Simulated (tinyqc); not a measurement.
sp3s* tight binding: one step. Levels at this k. The numbers come from values chosen for the exercise (near a published set for AlAs, fitted to gaps, whose masses and valley positions are rough).

H(k) (eV), rows sa, xa, ya, za, s*a, sc, xc, yc, zc, s*c and columns alike:
```
[[-7.526000, 0, 0, 0, 0, -5.317493, 2.057735i, 2.057735i, -1.048468, 0],
 [0, 0.991000, 0, 0, 0, -2.221561i, 1.501251, -0.878636, 1.724420i, -2.031846i],
 [0, 0, 0.991000, 0, 0, -2.221561i, -0.878636, 1.501251, 1.724420i, -2.031846i],
 [0, 0, 0, 0.991000, 0, 1.131942, 1.724420i, 1.724420i, 1.501251, 1.035277],
 [0, 0, 0, 0, 7.463000, 0, 1.818670i, 1.818670i, -0.926659, 0],
 [-5.317493, 2.221561i, 2.221561i, 1.131942, 0, -1.165000, 0, 0, 0, 0],
 [-2.057735i, 1.501251, -0.878636, -1.724420i, -1.818670i, 0, 3.592000, 0, 0, 0],
 [-2.057735i, -0.878636, 1.501251, -1.724420i, -1.818670i, 0, 0, 3.592000, 0, 0],
 [-1.048468, -1.724420i, -1.724420i, 1.501251, -0.926659, 0, 0, 0, 3.592000, 0],
 [0, 2.031846i, 2.031846i, 1.035277, 0, 0, 0, 0, 0, 6.750000]]
```

Task: Diagonalise H, which belongs to k = (0.3, 0.3, 0) (2 pi/a). Four bands are filled (two electrons each); give the make-up of band 5, the lowest empty one.

Give: levels; weights of band 5; weight of band 5 on atom a.

Result:

levels (eV): [-11.1959, -3.2146, -1.0526, -0.4205, 3.3987, 3.5749, 5.0035, 5.5567, 8.3368, 9.2840]

weights of band 5: s 0.534, p 0.280, s* 0.186

weight of band 5 on atom a = 0.341

The vertical gap at this k is 3.8193 eV; band 5 is mostly s-like.

tinyqc: `OMP_NUM_THREADS=1 python tinyqc.py 1481319 1481320 out.jsonl`; about 0.07 s, one thread, shared Intel(R) Xeon(R) Processor @ 2.30GHz.
